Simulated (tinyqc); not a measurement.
What moves the results: optical transitions of a finite quantum well. A value that a table varies takes the place of the one given here.

Each carrier sees a square well of width L with its own depth V and masses m (inside), mb (outside); c = hbar^2/2m0, k = sqrt(m E/c), kappa = sqrt(mb (V - E)/c), and level n solves k L + 2 atan[(k/m)/(kappa/mb)] = n pi. The envelope is cos(kz) for odd n and sin(kz) for even n inside, joins exp(-kappa (|z| - L/2)) outside, and is normalised to 1. Excitons and band mixing are left out.

Constants: hbar^2/2m0 = 3.80998211 eV angstrom^2; e^2/(4 pi eps0) = 14.39964547 eV angstrom; hc = 1239.841984 eV nm.

Parameters, chosen for this exercise (near those of a GaAs well in AlGaAs; the results hold for these values, not for the real material): L = 130 angstrom (well width); Vc = 0.162 eV (conduction offset); me = 0.0659 m0 (electron, well); meb = 0.0836 m0 (electron, barrier); eps = 11.5 (background dielectric constant); Nss = (0.11, 0.28, 0.55, 1.1, 1.7, 2.2, 3.3) x 1e12/cm^2 (sheet densities); Eg = 1.519 eV (gap of the well); Vv = 0.084 eV (valence offset); mh = 0.36 m0 (heavy hole along z, well); mhb = 0.388 m0 (heavy hole, barrier); ml = 0.0879 m0 (light hole along z, well); mlb = 0.1062 m0 (light hole, barrier); Ls = (34, 47, 63, 80, 112, 144, 200) angstrom (widths).

## Depolarisation shift

The collective line lies at E12 sqrt(1 + a), a = 8 pi q (n1 - n2) S/(eps E12), q = e^2/(4 pi eps0), S = integral over z of (integral up to z of psi_1 psi_2)^2. Zero temperature with the mass me in both subbands: n1 - n2 = Ns until Ns reaches D E12, D = me/(2 pi c), and D E12 beyond. 1e12/cm^2 = 1e-4/angstrom^2; exchange and the static band bending by the charge are left out.

Line position:
```
Ns (1e12/cm^2)  n1 - n2       a  line (meV)  shift (meV)
0.11              0.110  0.0606       57.26         1.66
0.28              0.280  0.1543       59.73         4.14
0.55              0.550  0.3032       63.47         7.87
1.1               1.100  0.6063       70.46        14.87
1.7               1.530  0.8436       75.49        19.89
2.2               1.530  0.8436       75.49        19.89
3.3               1.530  0.8436       75.49        19.89
```

S = 9.738 angstrom
E12 = 55.60 meV

The upward shift grows from 1.66 to 19.89 meV, 35.8 % of E12 at most. It stops moving once e2 starts to fill, at Ns = 1.53 e12/cm^2. For small a the shift is a E12/2, linear in Ns; in the last row that rule gives 23.45 meV. S/L = 0.0749, against 5/(9 pi^2) = 0.0563 for hard walls.

## Width of the well

Edge wavelength hc/(Eg + e1 + hh1), squared e1-hh1 overlap, lh1 - hh1, and the 1-2 intersubband energy with f_12 = (m1/c) E12 z_12^2, 1/m1 = <1|1/m|1> (dash: e2 unbound).

Results:
```
L (angstrom)  edge (nm)  overlap^2  lh1 - hh1 (meV)  E12 (meV)   f_12
34                756.3     0.9319             23.5          -      -
47                771.2     0.9515             21.7          -      -
63                783.3     0.9657             18.3      110.4  0.515
80                791.7     0.9747             15.0       98.6  0.958
112               800.7     0.9841             10.4       68.1  0.984
144               805.6     0.9890              7.6       48.0  0.975
200               809.9     0.9934              4.7       28.8  0.967
```

The edge tunes from 756 to 810 nm, towards hc/Eg = 816 nm, while the overlap goes from 0.932 to 0.993. e2 binds at L = pi sqrt(c/(me Vc)) = 59.3 angstrom; f_12 starts from zero there and is 0.515 at 63 angstrom, the rest going to the continuum; among the widths listed it peaks at 0.984 (112 angstrom) and is 0.967 in the widest well, against 0.961 for hard walls.

## What each parameter does

Edge wavelength hc/(Eg + e1 + hh1), squared overlap of e1 and hh1, and the confinement energies. Each row changes one parameter from the base and keeps the others.

Results:
```
case              edge (nm)  overlap^2  e1 (meV)  hh1 (meV)
base                  803.8     0.9872      19.1        4.4
L = 117 angstrom      801.7     0.9850      22.3        5.3
Eg = 1.549 eV         788.5     0.9872      19.1        4.4
Vc = 0.138 eV         804.2     0.9821      18.3        4.4
Vv = 0.067 eV         803.9     0.9912      19.1        4.3
me = 0.0725 m0        804.3     0.9903      18.1        4.4
mh = 0.306 m0         803.5     0.9910      19.1        5.0
meb = 0.1003 m0       804.2     0.9858      18.3        4.4
```

The largest shifts from the base row, up to three for each result and ties (the steps differ in size, so this ranks the rows, not the parameters). edge (nm): Eg -15.3, L -2.1, me +0.5. overlap^2: Vc -0.0051, Vv +0.0040, mh +0.0039; unchanged at the printed digits by Eg. e1 (meV): L +3.2, me -1.0, Vc -0.8, meb -0.8; unchanged at the printed digits by Eg, Vv and mh. hh1 (meV): L +0.9, mh +0.5, Vv -0.2; unchanged at the printed digits by Eg, Vc, me and meb.

tinyqc: `OMP_NUM_THREADS=1 python tinyqc.py 1281449 1281450 out.jsonl`; about 0.1 s, one thread, shared Intel(R) Xeon(R) Processor @ 2.30GHz.
